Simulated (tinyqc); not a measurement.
Debye-Callaway model of lattice thermal conductivity: one step, computed by the program tinyqc.

Three acoustic branches with one velocity v, cut at omega_D = k_B Theta/hbar; x = hbar omega/(k_B T). v and Theta are separate inputs: Theta cuts off the heat-carrying modes, so C need not reach 3 k_B/V. gamma is an effective value that sets the umklapp rate. Heat flows along the wire.

Question. Scattering rates at one frequency. Rates: point defects A omega^4; umklapp B omega^2 T exp(-Theta/(b T)) with B = hbar gamma^2/(M v^2 Theta). Boundaries: v/Lambda_B with Lambda_B = D (1 + p)/(1 - p). The resistive time is tau_R = 1/(boundary + point-defect + umklapp rates), and the free path is v tau_R.

Inputs (values chosen for the exercise, modelled on boron arsenide): sound velocity v = 5550 m/s; Debye temperature Theta = 684 K; mean atomic mass M = 42.9 u; effective Grueneisen parameter gamma = 0.862; umklapp exponent divisor b = 3; wire diameter D = 4.2 micrometre; specularity p = 0.2; temperature T = 400 K; probe frequency omega/omega_D = 0.62.

Sample: wire. Point defects: isotopes. Normal processes: left out.

Rayleigh coefficient A = 1.329442e-46 s^3

Constants: k_B = 1.380649e-23 J/K; hbar = 1.054571817e-34 J s; u = 1.6605390666e-27 kg.

Give: omega; Rates; tau_R; free path.

Answer.

omega = 5.5521e+13 rad/s

Rates:
```
process        rate (1/s)  rate x tau_R
boundaries     8.8095e+08      0.022853
point defects  1.2632e+09      0.032770
umklapp        3.6405e+10       0.94438
```

tau_R = 2.5941e-11 s

free path = 143.97 nm

The strongest resistive process at this frequency: umklapp, 94 % of the resistive rate.
